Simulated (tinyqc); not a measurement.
# Ideality, saturation current and resistance from three points

Problem. Well above the saturation current a diode obeys V = n Vt ln(I/I0) + I Rs. Find n, Rs and I0.

Inputs (values chosen for the exercise):
```
symbol,value,unit,meaning
T,300,K,temperature
```

Constants: q = 1.602176634e-19 C, kB = 1.380649e-23 J/K, Vt = kB T/q. Results are converted to the units shown.

currents (A): 2e-6  0.0002  0.02
voltages (V): 0.31819202  0.53778135  0.92790808

Solution. V is linear in the three unknowns n Vt, Rs and -n Vt ln I0, so three points give a linear system.

n = 1.83
Rs = 8.70 ohm
I0 = 2.40e-9 A

tinyqc, about 0.01 s, one thread, Intel Xeon 2.30GHz (shared host): `OMP_NUM_THREADS=1 python tinyqc.py 2260049 2260050 out.jsonl`
